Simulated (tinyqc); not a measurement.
Resistance of a source-drain extension with a graded tip: one step of the calculation.

y runs along the channel, the gate covers y > 0. The doping is N0 for y < y0 and N0 10^(-(y - y0)/la) beyond, uniform over the depth xj. Sheet conductance s(y) = q mu(N) max(N - Nch, 0) xj + (for y > 0) ma Cox Vo, with mu(N) = u0 + (u1 - u0)/(1 + (N/Nr)^au) and Cox = eps0 eox/tox. Current is taken as one-dimensional; depletion of the tip, spreading and the contact are left out. The metallurgical junction lies at yj, where N = Nch.

Problem. Resistance of the overlapped part. Midpoint rule on 8 equal steps from 0 to yj: R_ov = sum h/s(y), per width.

Parameters, values chosen for the exercise; mobility law close to that of electrons in silicon: relative permittivity of the gate insulator (close to silicon dioxide) eox = 3.9; insulator thickness tox = 1 nm; active doping of the extension far from the gate N0 = 1.8e20 cm^-3; lateral abruptness la = 5.5 nm/decade; position under the gate where the fall begins (gate edge at 0) y0 = 2 nm; depth of the extension xj = 10 nm; channel doping Nch = 8.4e17 cm^-3; gate overdrive Vo = 0.62 V; mobility of the gate-induced layer ma = 82 cm^2/(V s); mobility at low doping u1 = 1414 cm^2/(V s); mobility at high doping u0 = 68.5 cm^2/(V s); reference doping Nr = 9.2e16 cm^-3; exponent au = 0.711.

Constants: q = 1.602176634e-19 C, eps0 = 8.8541878128e-14 F/cm where lengths are in cm. Results are converted to the units shown.

Give: y; N; doped conductance; sheet resistance; R_ov.

Solution.

```
point	y (nm)	N (cm^-3)	doped conductance (uS)	sheet resistance (ohm/square)
0	0.92628	1.8000e20	2141.9	431.51
1	2.7788	1.2992e20	1576.0	570.93
2	4.6314	5.9819e19	773.15	1054.1
3	6.4840	2.7543e19	391.26	1764.3
4	8.3365	1.2682e19	204.61	2630.4
5	10.189	5.8392e18	108.41	3521.5
6	12.042	2.6886e18	53.444	4366.8
7	13.894	1.2379e18	16.041	5219.3
```

R_ov = 36.234 ohm um

Numbers from tinyqc (`OMP_NUM_THREADS=1 python tinyqc.py 2282112 2282113 out.jsonl`; about 0.03 s on one thread of a shared Intel Xeon 2.30GHz).
